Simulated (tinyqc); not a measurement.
On-chip interconnect, size-dependent resistivity and RC delay: one step of the calculation.

A rectangular line between two neighbours and two ground planes. Surface and grain-boundary scattering are added to the bulk resistivity as corrections; capacitances are parallel-plate values without fringing; inductance is ignored.

Task. Node voltages after a time step. A 1 V step is applied behind Rd at t = 0. C dv/dt = -G v + b, with G the conductance matrix of the ladder (1/Rs between neighbours, 1/Rd added at node 0) and b = (1 V/Rd, 0, ...). Trapezoidal step: (C/dt + G/2) v(new) = (C/dt - G/2) v + b.

Parameters, values chosen for the exercise: driver resistance Rd = 17000 ohm; time step dt = 160 ps.

Rs = 119.08893 ohm

```
node,C (fF),v at t = 0 (V)
0,2.8339840,0
1,5.6679681,0
2,5.6679681,0
3,5.6679681,0
4,5.6679681,0
5,5.6679681,0
6,4.3339840,0
```

Wanted: v at t = 1 dt.

Result.

```
node,v at t = 1 dt (V)
0,0.25592
1,0.24478
2,0.23571
3,0.22862
4,0.22347
5,0.22020
6,0.21879
```

tinyqc, about 0.01 s, one thread, Intel Xeon 2.30GHz (shared host): `OMP_NUM_THREADS=1 python tinyqc.py 2100020 2100021 out.jsonl`
